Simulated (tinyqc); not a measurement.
Fermi level and growth conditions: formation energy of a charged point defect from supercell energies. Computed by tinyqc, a small Python program. Command: `OMP_NUM_THREADS=1 python tinyqc.py 3004819 3004820 out.jsonl formation walk`. One thread of a shared host (Intel(R) Xeon(R) Processor @ 2.30GHz), about 0.01 s of CPU time with the checks.

The host is a compound AB. Making the defect adds n_A = 0, n_B = -1, n_X = 1 atoms to the cell. All total energies are inputs. E_F is counted from the valence-band maximum (VBM); x = 0 is A-rich and x = 1 B-rich growth.

Inputs (values chosen for the exercise, with gap and screening modelled on GaP):
```
quantity                      value      unit
gap E_g                         2.3        eV
E_VBM of the host cell         4.72        eV
potential alignment dV         0.13        eV
dielectric constant eps        10.8         -
cell length L                  17.4  angstrom
mu_B of the pure element     -2.316        eV
formation enthalpy dH of AB  -0.847        eV
growth condition x             0.41         -
mu_X of the pure element     -4.435        eV
formation enthalpy of AX       -1.7        eV
```

Defect: impurity X on a B site. Supercell lattice: bcc.

charge states q: 1  0  -1

E(defect, q) - E(host), in the order of q (eV): -3.394  1.932  8.011

Constants: e^2/(4 pi eps_0) = 14.39964548 eV angstrom.

Method:
- dmu_A = x dH and dmu_B = (1 - x) dH, so that dmu_A + dmu_B = dH; mu = mu(element) + dmu. The impurity is held at its solubility limit: dmu_X = min(0, dH(AX) - dmu_A).
- The reservoir term is sum n_i mu_i.
- Image-charge correction of a point charge in a neutralising background: E_corr = q^2 alpha e^2/(4 pi eps_0) / (2 eps L), alpha = 2.888462 for a bcc array with L the cube root of the volume.
- E_f(q, E_F) = [E(defect, q) - E(host)] - sum n_i mu_i + q (E_VBM + dV + E_F) + E_corr(q).
- Each entry is the lowest E_f over q.

E_f(q, 0) (eV): (q=+1) 4.53867, (q=0) 4.90400, (q=-1) 6.24367

sum n_i mu_i = -2.972 eV

Lowest formation energy (eV):
```
E_F (eV)  stable q  A-rich, x = 0  x = 0.5  B-rich, x = 1
0.000           +1         4.5387   4.5387         4.5387
0.288           +1         4.8267   4.8267         4.8267
0.575            0         4.9040   4.9040         4.9040
0.862            0         4.9040   4.9040         4.9040
1.150            0         4.9040   4.9040         4.9040
1.438           -1         4.8057   4.8057         4.8057
1.725           -1         4.5187   4.5187         4.5187
2.012           -1         4.2317   4.2317         4.2317
2.300           -1         3.9437   3.9437         3.9437
```

What does the comparison show, and why?

The lines end where they began between A-rich and B-rich growth, because the cap on mu_X moves with the host potential. The slope of the envelope is the stable charge, so E_f is highest in the rows from E_F = 0.575 to 1.15 eV, where the neutral state is stable, and it falls on both sides: the defect is amphoteric and compensates either doping.

Extremes, crossings and ranges named in words are read from the listed rows.
